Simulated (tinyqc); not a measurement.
Contact resistivity and sheet resistance from two contact lengths.

Problem. Rc = [sqrt(rc Rsh)/Wc] coth(Lc/(2 LT)), LT = sqrt(rc/Rsh), Wc = 22 nm; the second contact is twice as long as the first. Find LT, rc and Rsh.

Rc for Lc = 20 and 40 nm (ohm): [530.533569, 308.962075]

Answer. With t = tanh(Lc/(2 LT)) for the shorter contact, the resistance of the longer over that of the shorter is (1 + t^2)/2. Then sqrt(rc Rsh) = Rc t Wc, and rc and Rsh follow by multiplying and dividing by LT.

LT = 23.22 nm
rc = 1.100e-9 ohm cm^2
Rsh = 204.0 ohm

tinyqc, about 0.05 s, one thread, Intel Xeon 2.30GHz (shared host): `OMP_NUM_THREADS=1 python tinyqc.py 2170028 2170029 out.jsonl`
